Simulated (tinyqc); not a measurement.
Etch lag against aspect ratio: ion-assisted plasma etching: sheath, surface coverage, synergy and aspect-ratio dependence. Computed by tinyqc, a small Python program. Command: `OMP_NUM_THREADS=1 python tinyqc.py 3027698 3027699 out.jsonl etch walk`. One thread of a shared host (Intel(R) Xeon(R) Processor @ 2.30GHz), about 0.04 s of CPU time with the checks.

Radicals adsorb on bare sites; ions remove covered sites with a high yield and bare sites by sputtering; a slow spontaneous reaction acts everywhere, walls included.

Inputs (values chosen for the exercise, close to those used for silicon dioxide in a fluorocarbon plasma): plasma density n_e = 1.6e+10 1/cm^3; electron temperature T_e = 2.7 eV; ion mass M_i = 40 u; sheath voltage V = 300 V; radical density n = 3e+12 1/cm^3; radical mass M_n = 19 u; gas temperature T_g = 500 K; sticking coefficient s = 0.77; radicals per removed unit x = 3; yield slope b = 0.13 eV^(-1/2); threshold E_th = 4.8 eV; sputter slope b_p = 0.011 eV^(-1/2); sputter threshold E_p = 31 eV; spontaneous reaction probability k_c = 4.8e-06; solid density N = 2.2e+22 1/cm^3; ion temperature T_i = 0.66 eV.

Feature: round hole.

Constants: e = 1.602176634e-19 C; u = 1.6605390666e-27 kg; k_B = 1.380649e-23 J/K; eps_0 = 8.8541878128e-12 F/m.

Method:
- Bohm speed u_B = sqrt(e T_e/M_i); ion flux G_i = 0.61 n_e u_B; radical flux G_n = n c/4 with c = sqrt(8 k_B T_g/(pi M_n)).
- Debye length lambda_D = sqrt(eps_0 T_e/(e n_s)) with n_s = 0.61 n_e, T_e in volts; Child-law sheath d = (sqrt2/3) lambda_D (2 V/T_e)^(3/4); ion energy E = V + T_e/2; angular spread = arctan(sqrt(T_i/E)).
- Yields: Y = b (sqrt(E) - sqrt(E_th)) on covered sites, Y_p = b_p (sqrt(E) - sqrt(E_p)) on bare ones (zero below threshold).
- Steady coverage: s G_n (1 - theta) = x Y G_i theta; removal flux = Y G_i theta + Y_p G_i (1 - theta) + k_c G_n; rate = flux/N, 1 cm/s = 6e8 nm/min.
- Lateral rate = k_c G_n/N; anisotropy = 1 - lateral/vertical; synergy = vertical/(ions alone + radicals alone), with ions alone Y_p G_i/N and radicals alone the lateral rate.
- Transmission of a round hole: K = 1/(1 + 3A/4), walls that scatter diffusely without loss. With a loss probability S = s (1 - theta) at the floor, G_b/G_n = K/(K + S - K S); theta follows G_b, and the two are solved together. Ions are taken to reach the floor unshadowed; G_b replaces G_n in every term of the rate; A is depth over diameter.

yield Y = 1.97191

sputter yield Y_p = 0.129708

ion flux G_i = 2.49076e+15 1/(cm^2 s)

radical flux G_n = 5.59831e+16 1/(cm^2 s)

vertical rate = 102.080 nm/min

coverage theta = 0.745258

Floor of the feature:
```
A            K  G_b/G_n    theta  rate (nm/min)  relative rate
0.5    0.72727  0.92787  0.73079         100.27        0.98225
1.0    0.57143  0.85880  0.71530          98.33        0.96326
2.0    0.40000  0.73099  0.68138          94.08        0.92167
5.0    0.21053  0.44292  0.56442          79.45        0.77827
10.0   0.11765  0.22224  0.39400          58.12        0.56934
20.0   0.06250  0.10081  0.22776          37.31        0.36553
50.0   0.02597  0.03696  0.09757          21.02        0.20593
100.0  0.01316  0.01790  0.04975          15.04        0.14731
```

K falls by a factor 55.3 over the rows and the rate by 6.67. Among these rows the rate stays within 10 % of the open-field value up to A = 2, with an open-field coverage of 0.75. Caution: a sheath of several millimetres is collisional at usual pressures, which lowers the ion energy and widens the angles. Caution: rows with A above about 1/(2 tan(ion spread)) or 1/sqrt(k_c), often 10 to 30, are formal: ion shadowing, radical loss on the walls, redeposition of sputtered material and, in fluorocarbon plasmas, polymer growth are left out and add to the lag.
